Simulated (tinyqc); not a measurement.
## Doping and flat-band voltage from two insulator thicknesses

Question. A junctionless wire is fully depleted at VT = Vfb - q Nd R^2/(4 eps0 eps_r) - q Nd R^2 ln(1 + tox/R)/(2 eps0 eox). Find Nd and Vfb.

Parameters, values chosen for the exercise; material values close to those of germanium: relative permittivity of the semiconductor eps_r = 16.3; relative permittivity of the gate insulator eox = 3.9; wire radius R = 6 nm.

Constants: q = 1.602176634e-19 C, eps0 = 8.8541878128e-14 F/cm where lengths are in cm. Results are converted to the units shown.

VT at tox = 3.9 and 8.6 nm (V): [-0.20539477, -0.65962270]

Answer. The difference of the thresholds is proportional to Nd and holds no Vfb.

Nd = 1.400e19 cm^-3
Vfb = 0.5200 V

Computed by the program tinyqc: `OMP_NUM_THREADS=1 python tinyqc.py 2460097 2460098 out.jsonl`, one thread of a shared Intel Xeon 2.30GHz, about 0.01 s for the whole run.
